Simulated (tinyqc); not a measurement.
# Resistance of a source-drain extension with a graded tip: effects of single changes

y runs along the channel, the gate covers y > 0. The doping is N0 for y < y0 and N0 10^(-(y - y0)/la) beyond, uniform over the depth xj. Sheet conductance s(y) = q mu(N) max(N - Nch, 0) xj + (for y > 0) ma Cox Vo, with mu(N) = u0 + (u1 - u0)/(1 + (N/Nr)^au) and Cox = eps0 eox/tox. Current is taken as one-dimensional; depletion of the tip, spreading and the contact are left out. The metallurgical junction lies at yj, where N = Nch.

Parameters, values chosen for the exercise; mobility law close to that of electrons in silicon:
```
symbol,value,unit,meaning
eox,3.9,,relative permittivity of the gate insulator (close to silicon dioxide)
tox,3.1,nm,insulator thickness
N0,2.1e20,cm^-3,active doping of the extension far from the gate
la,4.6,nm/decade,lateral abruptness
xj,11,nm,depth of the extension
Nch,3.2e18,cm^-3,channel doping
Ls,12,nm,spacer length
Vo,0.64,V,gate overdrive
ma,130,cm^2/(V s),mobility of the gate-induced layer
u1,1414,cm^2/(V s),mobility at low doping
u0,68.5,cm^2/(V s),mobility at high doping
Nr,9.2e16,cm^-3,reference doping
au,0.711,,exponent
Lg,45,nm,gate length
```

Constants: q = 1.602176634e-19 C, eps0 = 8.8541878128e-14 F/cm where lengths are in cm. Results are converted to the units shown.

Each table varies one quantity; the others keep the values above.

## Abruptness at a fixed junction position

R_spacer = integral of dy/s from -Ls to 0, R_ov from 0 to yj, R_channel = (Lg - 2 yj)/(ma Cox Vo), R_total = 2 R_spacer + 2 R_ov + R_channel. Electrical length L_eff = ma Cox dR_total/d(1/Vo); R_series = R_total - L_eff/(ma Cox Vo). y0 is moved with la so that yj stays at 11.959 nm.

The same in every row: yj (nm) = 11.96; R_channel (ohm um) = 227.5.

Abruptness at a fixed junction position:

| la (nm/decade) | R_spacer (ohm um) | R_ov (ohm um) | R_total (ohm um) | L_eff (nm) | R_series (ohm um) |
|---|---|---|---|---|---|
| 1 | 4.450 | 9.283 | 255.0 | 21.63 | 21.56 |
| 2.3 | 4.450 | 15.78 | 267.9 | 22.31 | 27.24 |
| 3.6 | 4.450 | 22.27 | 280.9 | 22.98 | 32.92 |
| 4.9 | 4.450 | 28.76 | 293.9 | 23.66 | 38.60 |
| 6.1 | 4.450 | 34.76 | 305.9 | 24.29 | 43.85 |
| 7.4 | 4.593 | 41.12 | 318.9 | 24.96 | 49.57 |
| 8.7 | 5.439 | 46.85 | 332.1 | 25.62 | 55.58 |
| 10 | 7.063 | 51.93 | 345.5 | 26.27 | 62.04 |

As la goes from 1 to 10 nm/decade, R_total rises from 255 to 345 ohm um, R_spacer rises from 4.45 to 7.06 ohm um and R_ov rises from 9.28 to 51.9 ohm um. R_total changes on average by 10.1 ohm um for each nm/decade. L_eff exceeds the metallurgical length by 0.547 nm in the first row and 5.18 nm in the last, since the gate also controls the lightly doped tips.

## Effect of the position under the gate where the fall begins

Same model as above.

Result of one run:

| y0 (nm) | yj (nm) | R_spacer (ohm um) | R_ov (ohm um) | R_channel (ohm um) | R_total (ohm um) | L_eff (nm) | R_series (ohm um) |
|---|---|---|---|---|---|---|---|
| -4 | 4.359 | 7.415 | 22.04 | 391.5 | 450.4 | 38.62 | 33.73 |

What becomes of these results when the position under the gate where the fall begins (gate edge at 0) y0 is changed from -4 to 0 nm, all else the same?

Result of the changed run:

| y0 (nm) | yj (nm) | R_spacer (ohm um) | R_ov (ohm um) | R_channel (ohm um) | R_total (ohm um) | L_eff (nm) | R_series (ohm um) |
|---|---|---|---|---|---|---|---|
| 0 | 8.359 | 4.450 | 25.97 | 305.2 | 366.0 | 30.70 | 34.80 |

The whole series:

| y0 (nm) | yj (nm) | R_spacer (ohm um) | R_ov (ohm um) | R_channel (ohm um) | R_total (ohm um) | L_eff (nm) | R_series (ohm um) |
|---|---|---|---|---|---|---|---|
| -6 | 2.359 | 15.18 | 16.04 | 434.7 | 497.1 | 42.29 | 40.75 |
| -4 | 4.359 | 7.415 | 22.04 | 391.5 | 450.4 | 38.62 | 33.73 |
| -2 | 6.359 | 4.952 | 24.80 | 348.3 | 407.8 | 34.68 | 33.59 |
| 0 | 8.359 | 4.450 | 25.97 | 305.2 | 366.0 | 30.70 | 34.80 |
| 2 | 10.36 | 4.450 | 26.69 | 262.0 | 324.3 | 26.70 | 36.18 |
| 4 | 12.36 | 4.450 | 27.41 | 218.9 | 282.6 | 22.71 | 37.57 |
| 6 | 14.36 | 4.450 | 28.13 | 175.7 | 240.8 | 18.71 | 38.96 |
| 8 | 16.36 | 4.450 | 28.84 | 132.5 | 199.1 | 14.72 | 40.34 |

As y0 goes from -6 to 8, R_total falls from 497 to 199 ohm um, L_eff falls from 42.3 to 14.7 nm and R_series goes from 40.8 through a minimum of 33.6 (at y0 = -2 among the rows listed) to 40.3 ohm um. More overlap also shortens the channel and adds capacitance, effects on threshold and speed that are left out.

Computed by the program tinyqc: `OMP_NUM_THREADS=1 python tinyqc.py 2282016 2282017 out.jsonl`, one thread of a shared Intel Xeon 2.30GHz, about 0.04 s for the whole run.
